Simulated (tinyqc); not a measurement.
# Changing the width sigma_m of the model charge

Model: correction of a charged-defect supercell by a model charge and potential alignment (plane-averaged potentials). Computed by tinyqc, a small Python program. Command: `OMP_NUM_THREADS=1 python tinyqc.py 3112880 3112881 out.jsonl align sweep`. One thread of a shared host (Intel(R) Xeon(R) Processor @ 2.30GHz), about 0.02 s of CPU time with the checks.

The "true" defect charge is (1 - x) q in a Gaussian of width sigma plus x q in one of width sigma_t, so the exact answer is known; the correction sees only a single model Gaussian of width sigma_m. A Gaussian of width s has the transform rho(G) = exp(-G^2 s^2/2), normalised to 1. A uniform background cancels q, so G = 0 is left out. Potentials are those felt by a unit positive charge. E_0 is the formation energy of the isolated defect, E_cell its value in the supercell, E_lat = E_iso - E_per of the model charge, C the true less the model potential far from the defect; the exact correction is E_0 - E_cell, and the error of a scheme is E_cell plus its correction less E_0.

Inputs (values chosen for the exercise, with screening close to that of GaN):
```
quantity                                     value      unit
defect charge q                                 -1         e
dielectric constant eps                        9.4         -
edge of the cubic cell L                      18.9  angstrom
width sigma of the true defect charge          1.7  angstrom
share x of the charge in a wide tail             0         -
width sigma_t of the tail                        3  angstrom
formation energy of the isolated defect E_0   1.47        eV
```

Constants: e^2/(4 pi eps_0) = 14.39964548 eV angstrom.

Method:
- Periodic energy E_per = (2 pi q^2/(eps L^3)) (e^2/(4 pi eps_0)) sum_(G != 0) rho(G)^2/G^2, G = (2 pi/L)(n1, n2, n3), |n_i| <= 16. Isolated energy: two Gaussians of charges q_a, q_b and widths a, b interact by q_a q_b (e^2/(4 pi eps_0 eps)) sqrt(2/pi)/sqrt(a^2 + b^2), and the self-energy is half the sum over pairs.
- Supercell value E_cell = E_0 + E_per - E_iso for the true charge.
- E_lat = E_iso - E_per for the model charge; point-charge value alpha q^2 e^2/(4 pi eps_0 eps 2 L) with alpha = 2.837297.
- Plane-averaged potential at distance z from the defect: V(z) = (4 pi q/(eps L^3)) (e^2/(4 pi eps_0 e)) sum_(m != 0) rho(G_m) cos(G_m z)/G_m^2, G_m = 2 pi m/L, |m| <= 40.
- C = difference at z = L/2; E_corr = E_cell + E_lat - q C. For charges that have died out at L/2, C = (2 pi q/(eps L^3)) (e^2/(4 pi eps_0 e)) (<s^2> - sigma_m^2), <s^2> = (1 - x) sigma^2 + x sigma_t^2.

One run for each value; columns: (1) width sigma_m of the model charge (angstrom); (2) E_lat (eV); (3) alignment C (V); (4) error without alignment (meV); (5) error with alignment (rounded to 1e-4 meV) (meV):
```
(1)      (2)        (3)         (4)        (5)
0.94  0.1137  -0.002860   2.860e+00          0
1.10  0.1133  -0.002395   2.395e+00          0
1.30  0.1126  -0.001711   1.711e+00          0
1.50  0.1118  -0.000912   9.124e-01          0
1.80  0.1104   0.000499  -4.990e-01          0
2.00  0.1093   0.001582  -1.582e+00          0
2.20  0.1081   0.002780  -2.780e+00  -4.00e-04
```

Give the missing row, width sigma_m of the model charge (angstrom) = 1.70.

Computed row; columns: (1) width sigma_m of the model charge (angstrom); (2) E_lat (eV); (3) alignment C (V); (4) error without alignment (meV); (5) error with alignment (rounded to 1e-4 meV) (meV):
```
(1)      (2)       (3)         (4)  (5)
1.70  0.1109  0.000000  -1.000e-08    0
```

Interpolating between the two neighbouring rows (linearly) misses most in error without alignment (meV), by a factor of 2.9e6. Over the rows, E_lat (eV) falls from 0.114 to 0.108 (exponent d ln y / d ln x -0.026 between the first rows and -0.12 between the last); alignment C (V) rises from -0.00286 to 0.00278; error without alignment (meV) falls from 2.86 to -2.78. E_lat and q C each change with the model width, by 6 and 6 meV over the rows, while the aligned error changes by 0.0 meV.
